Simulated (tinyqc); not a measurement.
Thermal stress, cracking, delamination and buckling of a thin film; Griffith cracks and misfitting inclusions: one step, computed by the program tinyqc. Command: `OMP_NUM_THREADS=1 python tinyqc.py 3014515 3014516 out.jsonl filmcrack walk`. One thread of a shared host (Intel(R) Xeon(R) Processor @ 2.30GHz), about 0.01 s of CPU time with the checks.

Isotropic linear elasticity; the substrate is much thicker than the film; stress is positive in tension.

Task: Elastic mismatch. Dundurs alpha = (Ebar - Ebar_s)/(Ebar + Ebar_s), with Ebar_s = E_s/(1 - nu_s^2). The channel-crack factor is taken as g = 1.258 (1 - alpha)^(-0.7), a rough interpolation chosen for the exercise (1.258 is the value for matched materials).

Inputs (values chosen for the exercise, modelled on a copper film on silicon):
```
quantity                       value  unit
deposition temperature T_d       425     K
final temperature T              300     K
substrate Young's modulus E_s    154   GPa
substrate Poisson ratio nu_s    0.23     -
```

Ebar = 141.3388 GPa

Give: Dundurs alpha; factor g.

Result:

Dundurs alpha = -0.06996

factor g = 1.200

The stiffer substrate holds the crack faces and lowers the driving force.
